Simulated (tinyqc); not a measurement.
Double-gate transistor below threshold, two-dimensional Poisson equation on a small mesh: one step of the calculation.

Half of a symmetric double-gate structure: row 0 is the mid-plane of the body, where the normal field vanishes. Mobile charge is neglected (subthreshold), the body is fully depleted, and potentials are counted from the intrinsic level; rows run upward to the gate, columns from source to drain.

Problem. Over-relaxation sweep (omega = 1.5). Free nodes: rows 0..4, columns 1..5, taken row by row from row 0, left to right. t = (up psi(above) + dn psi(below) + lat [psi(left) + psi(right)] + s)/(up + dn + 2 lat), with the newest neighbours; psi(new) = psi + 1.5 (t - psi).

psi at the start (fixed values on the edges, free nodes at zero) (V):
```
              j=0         j=1         j=2         j=3         j=4         j=5         j=6
row 0   0.5400000   0.0000000   0.0000000   0.0000000   0.0000000   0.0000000   1.2400000
row 1   0.5400000   0.0000000   0.0000000   0.0000000   0.0000000   0.0000000   1.2400000
row 2   0.5400000   0.0000000   0.0000000   0.0000000   0.0000000   0.0000000   1.2400000
row 3   0.5400000   0.0000000   0.0000000   0.0000000   0.0000000   0.0000000   1.2400000
row 4   0.2600000   0.0000000   0.0000000   0.0000000   0.0000000   0.0000000   0.6100000
row 5  -0.0200000  -0.0200000  -0.0200000  -0.0200000  -0.0200000  -0.0200000  -0.0200000
```

```
row         up         dn    lat         s (V)
0         29.5          0   2.36  -0.057803882
1         29.5       29.5   4.72   -0.11560776
2         29.5       29.5   4.72   -0.11560776
3    28.538813       29.5  13.31  -0.057803882
4    28.538813  28.538813   21.9             0
```

Find: psi after iteration 1.

Solution.

psi after iteration 1 (V):
```
          j=0     j=1     j=2     j=3     j=4     j=5     j=6
row 0   0.540   0.053   0.003  -0.002  -0.003   0.125   1.240
row 1   0.540   0.088   0.008  -0.003  -0.005   0.206   1.240
row 2   0.540   0.110   0.014  -0.003  -0.006   0.259   1.240
row 3   0.540   0.184   0.050   0.009  -0.002   0.426   1.240
row 4   0.260   0.154   0.063   0.016  -0.004   0.370   0.610
row 5  -0.020  -0.020  -0.020  -0.020  -0.020  -0.020  -0.020
```

Program tinyqc, `OMP_NUM_THREADS=1 python tinyqc.py 2480166 2480167 out.jsonl`; Intel Xeon 2.30GHz, shared host, one thread, about 0.2 s.
